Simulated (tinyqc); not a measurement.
Lossy on-chip transmission line with skin effect: two steps of the calculation.

A uniform line in a homogeneous dielectric: c = sqrt(er)/(c0 Z0), l = Z0 sqrt(er)/c0 (c0 = 299792458 m/s), g = w c td, w = 2 pi f. The resistance joins its limits as r = sqrt(r_dc^2 + r_hf^2), with r_dc = rho/(wd th), r_hf = kr rho/(2 delta (wd + th)), delta = sqrt(rho/(pi f mu0)), mu0 = 4 pi 1e-7 H/m; this is an interpolation, and internal inductance, up to 0.05 nH/mm at low frequency, is neglected.

Values chosen for this exercise:
```
symbol  value  unit            meaning
len       2.4    mm             length
Rg         10   ohm  source resistance
RL        100   ohm    load resistance
CL        100    fF   load capacitance
f        0.23   GHz          frequency
```

Problem 1. Propagation constant and impedance. gamma = sqrt((r + i w l)(g + i w c)) = alpha + i beta, Zc = sqrt((r + i w l)/(g + i w c)), roots with positive real part; loss 8.685889638 alpha in dB; phase velocity w/beta.

r = 6.4586883 ohm/mm
l = 0.46803096 nH/mm
c = 83.205504 pF/m
g = 0 S/m

Give: gamma len; Zc; loss; phase velocity over c0; r/(w l).

Solution 1.

gamma len = 0.044885+0.049831i
Zc = 172.67-155.54i ohm
loss = 0.16244 dB/mm
phase velocity over c0 = 0.23217
r/(w l) = 9.5491

r exceeds w l, so the line behaves mainly as an RC line at this frequency.

Problem 2. Reflection, input impedance and transfer. ZL = 1/(1/RL + i w CL); reflection (ZL - Zc)/(ZL + Zc); Zin = Zc (ZL + Zc tanh(gamma len))/(Zc + ZL tanh(gamma len)); H = V_load/V_source = [Zin/(Zin + Rg)]/[cosh(gamma len) + (Zc/ZL) sinh(gamma len)].

gamma len = 0.044884827+0.049830704i
Zc = 172.67363-155.53515i ohm

Give: ZL; reflection at the load; Zin; H; |H|.

Solution 2.

ZL = 99.979-1.445i ohm
reflection at the load = -0.44462+0.30916i
Zin = 115.34-3.17i ohm
H = 0.79681-0.01612i
|H| = -1.9711 dB

Program tinyqc, `OMP_NUM_THREADS=1 python tinyqc.py 2810167 2810168 out.jsonl`; Intel Xeon 2.30GHz, shared host, one thread, about 0.01 s.
